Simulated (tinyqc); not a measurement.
Surface potential of a MOS transistor: implicit equation and explicit approximations: two steps of the calculation.

p-type body, charge-sheet picture, depletion and inversion only, full ionisation (an idealisation for deep acceptors), Boltzmann statistics (rough once Na exp(x - xn) passes about Nc/7). In units of Vt: xg = (Vg - Vfb)/Vt, x = psi/Vt, G = gamma/sqrt(Vt), xn = (2 phiF + Vc)/Vt. The implicit equation is (xg - x)^2 = G^2 [x - 1 + exp(x - xn)] for x above about 3. Cox = eps0 eox/tox.

Parameters, values chosen for the exercise; band and dielectric values close to those of silicon:
```
symbol,value,unit,meaning
T,250,K,temperature
eox,3.9,,relative permittivity of the gate insulator (close to silicon dioxide)
tox,24,nm,insulator thickness
Vc,0.5,V,channel-body voltage
```

Constants: q = 1.602176634e-19 C, kB = 1.380649e-23 J/K, Vt = kB T/q, eps0 = 8.8541878128e-14 F/cm where lengths are in cm. Results are converted to the units shown.

Problem 1. Explicit approximation. Depletion value a = 1 + [sqrt(G^2/4 + xg - 1) - G/2]^2; inversion value b = xn + ln[(xg - xn)^2/G^2 - xn + 1] and first guess y = min(a, b) - ln(1 + exp(-|a - b|)) if a > xn + 1, else b = y = a; one second-order correction with D = exp(y - xn), p = 2 (xg - y) + G^2 (1 + D), w = (xg - y)^2 - G^2 (y - 1 + D): z = y + 2 w/(p + sqrt(p^2 - 2 (2 - G^2 D) w)), or the Newton step z = y + w/p where the root is not real.

G = 4.2084351
xn = 61.674089
xg = 86.337615

Find: a; b; y; p; w; z.

Solution 1.

a = 55.32
b = 55.32
y = 55.32
p = 79.78
w = -0.03082
z = 55.32

The root of the implicit equation is x = 55.3201; y misses it by 3.9e-4 and z by -7.1e-15, in units of Vt.

Problem 2. Potential, charges and gate control. psi = Vt x; N_dep = Cox Vt G sqrt(x - 1)/q; N_inv = (Cox Vt G/q) [sqrt(x - 1 + exp(x - xn)) - sqrt(x - 1)]; dpsi/dVg = 1/[1 + G^2 (1 + exp(x - xn))/(2 (xg - x))].

converged x = 55.320052
G = 4.2084351
xn = 61.674089
xg = 86.337615

Wanted: psi; N_dep; N_inv; dpsi/dVg.

Solution 2.

psi = 1.1918 V
N_dep = 6.0007e11 cm^-2
N_inv = 9.6092e6 cm^-2
dpsi/dVg = 0.77761

psi lies 6.4 Vt below 2 phiF + Vc.

Numbers from tinyqc (`OMP_NUM_THREADS=1 python tinyqc.py 2122208 2122209 out.jsonl`; about 0.01 s on one thread of a shared Intel Xeon 2.30GHz).
